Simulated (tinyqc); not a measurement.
Two-step dopant diffusion (predeposition and drive-in) with a constant diffusivity: one step, computed by the program tinyqc. Command: `OMP_NUM_THREADS=1 python tinyqc.py 3022996 3022997 out.jsonl dopdiff walk`. One thread of a shared host (Intel(R) Xeon(R) Processor @ 2.30GHz), about 0.08 s of CPU time with the checks.

Fick diffusion into a half space x > 0 whose background doping C_B is of the opposite type, so that a junction lies where C = C_B.

Problem. Predeposition. C = C_s erfc(x/(2 sqrt(D1 t1))); dose Q = 2 C_s sqrt(D1 t1/pi); the junction solves erfc(z) = C_B/C_s with x_j = 2 z sqrt(D1 t1).

Inputs (values chosen for the exercise, modelled on aluminium in silicon):
```
quantity                        value    unit
surface concentration C_s     1.7e+18  1/cm^3
background doping C_B         1.6e+14  1/cm^3
predeposition temperature T1     1050       C
drive-in temperature T2          1075       C
```

product D1 t1 = 2.219845e-10 cm^2

Give: dose Q; z; junction depth after predeposition.

Solution.

dose Q = 2.858e+13 1/cm^2

z = 2.761

junction depth after predeposition = 0.8229 um
